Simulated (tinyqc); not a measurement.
Nanowire ballistic transistor, top-of-the-barrier model: one step of the calculation.

At the top of the source barrier, states moving towards the drain are filled by the source (Fermi level 0) and states moving back by the drain (Fermi level -q Vd); nothing scatters. U is the shift of the band edge there, set by the capacitances CG, CD and CS (the total) and by the charge. Parabolic one-dimensional subband; the source is grounded.

Problem. Current, mean velocity and share of the gate voltage. N0 = gv sqrt(2 m kB T/pi)/hbar, CG = 2 pi eps0 eox/ln(1 + 2 tox/d), CS = CG/aG, n0 = n at U = 0 and Vd = 0. eta1 = -(E0 + U)/Vt, eta2 = eta1 - Vd/Vt, n = (N0/2)[F_(-1/2)(eta1) + F_(-1/2)(eta2)], F_(-1/2)(x) = (1/sqrt(pi)) int_0^infinity u^(-1/2)/(1 + exp(u - x)) du. I = gv (2 q^2/h) Vt [ln(1 + exp eta1) - ln(1 + exp eta2)]. Mean velocity I/(q n). CQ = (q/Vt) dn/d(eta1); the band edge follows the gate as -dU/dVg = aG/(1 + CQ/CS).

Parameters, values chosen for the exercise; mass and valleys close to those of germanium:
```
symbol  value  unit                                                                 meaning
T         300     K                                                             temperature
m       0.117    m0                                                          effective mass
gv          4                                                             valley degeneracy
eox       7.5                                   relative permittivity of the gate insulator
tox       3.5    nm                                                     insulator thickness
d           2    nm                                                           wire diameter
aG       0.81                                                            gate control CG/CS
E0       0.35    eV  band edge at the barrier top above the source Fermi level at zero bias
Vd       0.05     V                                                           drain voltage
```

Constants: q = 1.602176634e-19 C, kB = 1.380649e-23 J/K, hbar = 1.054571817e-34 J s, h = 6.62607015e-34 J s, m0 = 9.1093837015e-31 kg, Vt = kB T/q, eps0 = 8.8541878128e-14 F/cm where lengths are in cm. Results are converted to the units shown.

converged U = -0.37464047 eV

Wanted: eta1; n; I; mean velocity; CQ; -dU/dVg.

Solution.

eta1 = 0.95314
n = 4.1482e6 cm^-1
I = 7.6981 uA
mean velocity = 1.1583e7 cm/s
CQ = 13.492 pF/cm
-dU/dVg = 0.16398 eV/V

The carriers from the source are near degeneracy (eta1 = 0.953), and the mean velocity is 0.736 times vT = sqrt(2 kB T/(pi m)) = 1.57e7 cm/s. The drain fills a good part of the returning states, which lowers the mean.

Numbers from tinyqc (`OMP_NUM_THREADS=1 python tinyqc.py 2400018 2400019 out.jsonl`; about 0.03 s on one thread of a shared Intel Xeon 2.30GHz).
